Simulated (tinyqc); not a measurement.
Free and trapped electrons in a MOS channel with a dense trap tail: one step of the calculation.

p-type body, charge-sheet picture, full ionisation (an idealisation for deep acceptors), Boltzmann statistics for free electrons. e = Ec - EF at the surface. Acceptor-like traps of density D(E) = D0 + De exp(-E/Ew) at depth E below Ec, from 0 to Eu, hold n_t = integral of D(E)/(1 + exp((e - E)/Vt)). psi = Eg - Vt ln(Nv/Na) - e; N_dep = sqrt(2 eps0 eps_r Na (psi - Vt)/q); n_f = sqrt(N_dep^2 + 2 eps0 eps_r Vt Nc exp(-e/Vt)/q) - N_dep; Vg = Vfb + psi + q (N_dep + n_t + n_f)/Cox, Cox = eps0 eox/tox.

Problem. Trapped charge. Trapezoid rule on 12 equal steps from 0 to Eu, f = 1/(1 + exp((e - E)/Vt)).

Parameters, values chosen for the exercise; band and dielectric values close to those of silicon: temperature T = 300 K; constant background density of acceptor-like traps D0 = 1.3e11 cm^-2 eV^-1; density of the tail at the conduction edge De = 1.2e13 cm^-2 eV^-1; decay energy of the tail Ew = 0.1 eV; depth below Ec down to which the traps reach Eu = 0.5 eV; Ec - EF at the surface e = 0.078 eV.

Constants: q = 1.602176634e-19 C, kB = 1.380649e-23 J/K, Vt = kB T/q. Results are converted to the units shown.

Find: E; D(E) f; n_t.

Solution.

```
point   E (eV)  D(E) f (cm^-2 eV^-1)
0            0              5.659e11
1      0.04167              1.584e12
2      0.08333              2.947e12
3       0.1250              3.070e12
4       0.1667              2.321e12
5       0.2083              1.614e12
6       0.2500              1.114e12
7       0.2917              7.792e11
8       0.3333              5.581e11
9       0.3750              4.122e11
10      0.4167              3.160e11
11      0.4583              2.526e11
12      0.5000              2.109e11
```

n_t = 6.398e11 cm^-2

Program tinyqc, `OMP_NUM_THREADS=1 python tinyqc.py 2222237 2222238 out.jsonl`; Intel Xeon 2.30GHz, shared host, one thread, about 0.02 s.
